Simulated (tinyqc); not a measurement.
Sp3 tight binding, zinc-blende lattice, step by step. Computed by tinyqc, a small Python program that keeps every step. Command: `OMP_NUM_THREADS=1 python tinyqc.py 20360 20361 out.jsonl` (the two numbers bound the seeds that draw the settings). One thread of a shared host (Intel(R) Xeon(R) Processor @ 2.60GHz), about 0.01 s of CPU time with the checks.

## Bloch Hamiltonian at k

Parameters chosen for this model: zinc-blende lattice, anion at 0, cation at a/4 (1,1,1); V = eta hbar^2 / (m d^2), hbar^2/m = 7.619964 eV angstrom^2:
```
parameter          value      unit
a               6.370000  angstrom
d               2.758291  angstrom
Es anion      -16.900000        eV
Ep anion       -9.730000        eV
Es cation      -9.630000        eV
Ep cation      -5.930000        eV
eta ss         -1.410000
eta sp          1.910000
eta pp sigma    2.380000
eta pp pi      -0.750000
V ss           -1.412186        eV
V sp            1.912961        eV
V pp sigma      2.383690        eV
V pp pi        -0.751163        eV
```

k point k (2 pi / a): 0.450000  0.060000  -0.750000

Slater-Koster rules over the four bonds with direction cosines (l, m, n): ss V_ss; s-px l V_sp; px-s -l V_sp; px-px l^2 V_pps + (1 - l^2) V_ppp; px-py l m (V_pps - V_ppp); each times exp(i k.d).

H(k) at k (eV):
```
                      a s                 a px                 a py                a pz
a s            -16.900000             0.000000             0.000000            0.000000
a px             0.000000            -9.730000             0.000000            0.000000
a py             0.000000             0.000000            -9.730000            0.000000
a pz             0.000000             0.000000             0.000000           -9.730000
c s   -1.636460+0.318963i  -0.292075+1.093095i  -2.638965+0.120981i  0.103328-3.089831i
c px   0.292075-1.093095i   0.340446-0.066356i  -0.097762+2.923378i  2.496801-0.114464i
c py   2.638965-0.120981i  -0.097762+2.923378i   0.340446-0.066356i  0.276341-1.034209i
c pz  -0.103328+3.089831i   2.496801-0.114464i   0.276341-1.034209i  0.340446-0.066356i

                      c s                 c px                 c py                 c pz
a s   -1.636460-0.318963i   0.292075+1.093095i   2.638965+0.120981i  -0.103328-3.089831i
a px  -0.292075-1.093095i   0.340446+0.066356i  -0.097762-2.923378i   2.496801+0.114464i
a py  -2.638965-0.120981i  -0.097762-2.923378i   0.340446+0.066356i   0.276341+1.034209i
a pz   0.103328+3.089831i   2.496801+0.114464i   0.276341+1.034209i   0.340446+0.066356i
c s             -9.630000             0.000000             0.000000             0.000000
c px             0.000000            -5.930000             0.000000             0.000000
c py             0.000000             0.000000            -5.930000             0.000000
c pz             0.000000             0.000000             0.000000            -5.930000
```

## Levels at k

Diagonalise the Hermitian matrix.

eigenvalues (eV): -18.646418  -13.965241  -12.427281  -11.797190  -5.528762  -4.386212  -3.717132  -3.041764

weights |c|^2 of the basis functions:
```
        band 1    band 2    band 3    band 4    band 5    band 6    band 7    band 8
a s   0.862266  0.016895  0.002464  0.001314  0.036735  0.063844  0.009605  0.006877
a px  0.000559  0.087421  0.199761  0.426360  0.000970  0.005468  0.158409  0.121053
a py  0.000128  0.174645  0.395386  0.059996  0.191191  0.008206  0.082601  0.087847
a pz  0.003925  0.260825  0.104381  0.250063  0.193600  0.087136  0.015061  0.085010
c s   0.039414  0.414309  0.016335  0.006259  0.488291  0.012982  0.011183  0.011227
c px  0.008459  0.003354  0.131420  0.133894  0.000251  0.035143  0.393838  0.293642
c py  0.033350  0.038673  0.091610  0.042907  0.079175  0.235847  0.290079  0.188359
c pz  0.051899  0.003878  0.058642  0.079207  0.009787  0.551375  0.039225  0.205987
```

## Bloch Hamiltonian at L

k point L (2 pi / a): 0.500000  0.500000  0.500000

As before.

H(k) at L (eV):
```
                      a s                 a px                 a py                 a pz
a s            -16.900000             0.000000             0.000000             0.000000
a px             0.000000            -9.730000             0.000000             0.000000
a py             0.000000             0.000000            -9.730000             0.000000
a pz             0.000000             0.000000             0.000000            -9.730000
c s   -1.997133-1.997133i   1.561926+1.561926i   1.561926+1.561926i   1.561926+1.561926i
c px  -1.561926-1.561926i   0.415479+0.415479i  -1.477784-1.477784i  -1.477784-1.477784i
c py  -1.561926-1.561926i  -1.477784-1.477784i   0.415479+0.415479i  -1.477784-1.477784i
c pz  -1.561926-1.561926i  -1.477784-1.477784i  -1.477784-1.477784i   0.415479+0.415479i

                      c s                 c px                 c py                 c pz
a s   -1.997133+1.997133i  -1.561926+1.561926i  -1.561926+1.561926i  -1.561926+1.561926i
a px   1.561926-1.561926i   0.415479-0.415479i  -1.477784+1.477784i  -1.477784+1.477784i
a py   1.561926-1.561926i  -1.477784+1.477784i   0.415479-0.415479i  -1.477784+1.477784i
a pz   1.561926-1.561926i  -1.477784+1.477784i  -1.477784+1.477784i   0.415479-0.415479i
c s             -9.630000             0.000000             0.000000             0.000000
c px             0.000000            -5.930000             0.000000             0.000000
c py             0.000000             0.000000            -5.930000             0.000000
c pz             0.000000             0.000000             0.000000            -5.930000
```

## Levels at L

As before.

eigenvalues (eV): -18.892224  -14.317492  -11.113122  -11.113122  -6.260500  -4.546878  -4.546878  -2.719785

## Bands along a path

The same steps at evenly spaced points between the labelled ones.

Bands along the path (eV):
```
k             band 1      band 2      band 3      band 4     band 5     band 6     band 7     band 8
L         -18.892224  -14.317492  -11.113122  -11.113122  -6.260500  -4.546878  -4.546878  -2.719785
L-G 0.33  -19.262468  -13.368971  -10.884818  -10.884818  -6.297344  -4.775182  -4.775182  -3.261217
L-G 0.67  -19.782768  -11.378480  -10.367313  -10.367313  -6.395430  -5.292687  -5.292687  -4.633323
G         -19.982256  -10.064051  -10.064051  -10.064051  -6.547744  -5.595949  -5.595949  -5.595949
G-X 0.33  -19.714572  -11.149904  -10.832237  -10.832237  -6.171235  -5.154289  -4.827763  -4.827763
G-X 0.67  -18.997248  -13.064240  -11.960171  -11.960171  -5.572626  -4.555886  -3.699829  -3.699829
X         -18.457878  -14.098077  -12.421379  -12.421379  -5.261923  -4.372122  -3.238621  -3.238621
X-W 0.33  -18.457878  -14.098077  -12.421379  -12.421379  -5.261923  -4.372122  -3.238621  -3.238621
X-W 0.67  -18.457878  -14.098077  -12.421379  -12.421379  -5.261923  -4.372122  -3.238621  -3.238621
W         -18.457878  -14.098077  -12.421379  -12.421379  -5.261923  -4.372122  -3.238621  -3.238621
```

With 4 band(s) filled, the highest filled level on these points lies at G and the lowest empty one at G: a gap of 3.5163 eV, direct.
